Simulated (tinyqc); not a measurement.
Worked calculation: power iteration on a symmetric matrix. Computed by tinyqc, a small Python program that keeps every step. Settings: method = power, shift = 1.27. Command: `OMP_NUM_THREADS=1 python tinyqc.py 31304 31305 out.jsonl` (the two numbers bound the seeds that draw the settings). One thread of a shared host (Intel(R) Xeon(R) Processor @ 2.60GHz), about 0.01 s of CPU time with the checks.

A:
$$\begin{pmatrix}
0.459000 & -0.143000 & 0.006000 & -0.099000 & -0.070000 \\
-0.143000 & 2.285000 & 0.330000 & 0.525000 & 0.059000 \\
0.006000 & 0.330000 & 4.766000 & -0.051000 & 0.103000 \\
-0.099000 & 0.525000 & -0.051000 & 5.152000 & -0.158000 \\
-0.070000 & 0.059000 & 0.103000 & -0.158000 & 5.808000
\end{pmatrix}$$

Stop when the residual |A v - lambda v| is below 1e-9.

Steps:
```
step      lambda  residual
1     5.21927813  7.11e-01
2     5.36516040  3.92e-01
3     5.43538468  3.72e-01
4     5.50109785  3.65e-01
5     5.56299116  3.52e-01
6     5.61905909  3.32e-01
7     5.66792823  3.08e-01
8     5.70907859  2.81e-01
9     5.74272534  2.52e-01
10    5.76958124  2.24e-01
11    5.79061001  1.98e-01
12    5.80683341  1.73e-01
13    5.81920935  1.51e-01
14    5.82857126  1.31e-01
15    5.83560947  1.14e-01
16    5.84087697  9.82e-02
17    5.84480645  8.48e-02
18    5.84773101  7.31e-02
19    5.84990407  6.30e-02
20    5.85151687  5.43e-02
21    5.85271291  4.67e-02
22    5.85359939  4.02e-02
23    5.85425619  3.46e-02
24    5.85474270  2.98e-02
25    5.85510301  2.56e-02
26    5.85536982  2.21e-02
27    5.85556740  1.90e-02
28    5.85571369  1.63e-02
29    5.85582201  1.41e-02
30    5.85590222  1.21e-02
```

Can the last value be used, and what does the course show?

Not by the stop rule. Not converged in 30 steps: the residual falls only by the ratio of the two largest distances of eigenvalues from the shift, 0.86 a step. all eigenvalues, for comparison: [0.446058, 2.156585, 4.794728, 5.216497, 5.856131].
